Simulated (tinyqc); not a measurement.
# Circular transfer-length structure, step by step

Numbers from tinyqc (`OMP_NUM_THREADS=1 python tinyqc.py 2760021 2760022 out.jsonl`; about 0.01 s on one thread of a shared Intel Xeon 2.30GHz). Printed values are rounded.

A disc contact of radius r0 and a very wide ring contact from r1 = r0 + sp outwards lie on a thin layer; the metal has no resistance and the sheet resistance under the contacts equals Rsh.

Parameters, values chosen for the exercise: sheet resistance of the semiconductor layer Rsh = 130 ohm/sq; specific contact resistivity rc = 3.9e-9 ohm cm^2; radius of the inner contact r0 = 0.64 um; gap between the contacts sp = 0.47 um.

## The three parts of the resistance

Transfer length Lt = sqrt(rc/Rsh). R = (Rsh/2 pi) [(Lt/r0) I0(r0/Lt)/I1(r0/Lt) + ln(r1/r0) + (Lt/r1) K0(r1/Lt)/K1(r1/Lt)] with modified Bessel functions; for r0 >> Lt both ratios tend to 1.

Lt = 0.0547723 um
I0/I1 = 1.04580
K0/K1 = 0.976199
inner contact = 1.85180 ohm
gap = 11.3930 ohm
outer contact = 0.996642 ohm
R = 14.2414 ohm

The contacts make up 20.0 % of R.

## The large-radius form

Transfer length Lt = sqrt(rc/Rsh). R = (Rsh/2 pi) [(Lt/r0) I0(r0/Lt)/I1(r0/Lt) + ln(r1/r0) + (Lt/r1) K0(r1/Lt)/K1(r1/Lt)] with modified Bessel functions; for r0 >> Lt both ratios tend to 1. Large radius: R = (Rsh/2 pi) [Lt (1/r0 + 1/r1) + ln(r1/r0)], and linearised for sp << r0: Rsh (sp + 2 Lt)/(2 pi r0).

large-radius R = 14.1846 ohm
linearised R = 18.7357 ohm

Against the Bessel form the first is 0.40 % below it and the second 32 % above it.
